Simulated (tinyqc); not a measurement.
# Trap density from the capacitance step

Problem. A junction with shallow donors Nd and a deep trap has C_HF = eps0 eps_r/W and C_LF = eps0 eps_r (Nd + Nt)/(Nd W + Nt xt), xt = W - lam. Find W, xt and Nt.

Inputs (values chosen for the exercise): relative permittivity eps_r = 14.9; shallow donor density Nd = 2.7e16 cm^-3.

Constants: eps0 = 8.8541878128e-14 F/cm where lengths are in cm. Results are converted to the units shown.

C_HF = 36.710222 nF/cm^2
C_LF = 40.870955 nF/cm^2
lam = 126.38454 nm

Solution. C_HF gives W. With y = C_LF/C_HF, Nt/Nd = (y - 1)/(1 - y xt/W).

W = 359 nm
xt = 233 nm
Nt = 1.10e16 cm^-3

Computed by the program tinyqc: `OMP_NUM_THREADS=1 python tinyqc.py 2050061 2050062 out.jsonl`, one thread of a shared Intel Xeon 2.30GHz, about 0.01 s for the whole run.
